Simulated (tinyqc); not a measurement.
Minimum-mode following (dimer method) and harmonic rate on a two-dimensional model surface: one step, computed by the program tinyqc. Command: `OMP_NUM_THREADS=1 python tinyqc.py 3017614 3017615 out.jsonl dimer walk`. One thread of a shared host (Intel(R) Xeon(R) Processor @ 2.30GHz), about 0.01 s of CPU time with the checks.

V(x, y) = h u^2 + t x + (kappa/2)(y + c u)^2 with u = x^2/w^2 - 1; the path runs from the minimum near (-w, 0) to that near (w, 0).

Question. Dimer step 1. Dimer at R with unit axis N = (cos phi, sin phi) and normal T = (-sin phi, cos phi). Gradients g at R +/- delta N and at R +/- delta T give H N and H T by central differences, (g+ - g-)/(2 delta). With C_N = N.H N, C_T = T.H T and b = T.H N, rotate by theta = (1/2) atan2(-2b, C_T - C_N), the angle of least curvature C = (C_N + C_T)/2 - sqrt((C_N - C_T)^2/4 + b^2). Translate along F = -g + 2 (g.N) N if C < 0, else along F = (g.N) N, with the new axis: R(new) = R + eta F, the move limited to 0.2 angstrom.

Inputs (values chosen for the exercise, for a model surface):
```
quantity,value,unit
height h,0.2,eV
half width w,1.4,angstrom
transverse stiffness kappa,1.6,eV/angstrom^2
curvature c,0.44,angstrom
tilt t,0.027,eV/angstrom
half length delta,0.005,angstrom
step factor eta,0.25,angstrom^2/eV
```

Surface: curved double well.

R at the start (angstrom): [-0.5929402, 0.1859041]

phi at the start = 50 degrees

Give: C_N, C_T, b; rotation theta; phi after step 1; least curvature C; gradient g; effective force F; R after step 1.

Answer.

C_N, C_T, b (eV/angstrom^2): [0.4364, 0.9626, 0.9608]

rotation theta = -37.34 degrees

phi after step 1 = 12.66 degrees

least curvature C = -0.2966 eV/angstrom^2

gradient g (eV/angstrom): [0.3002, -0.2803]

effective force F (eV/angstrom): [0.1515, 0.3817]

R after step 1 (angstrom): [-0.5551, 0.2813]

The curvature is negative, so the force along the axis is inverted.
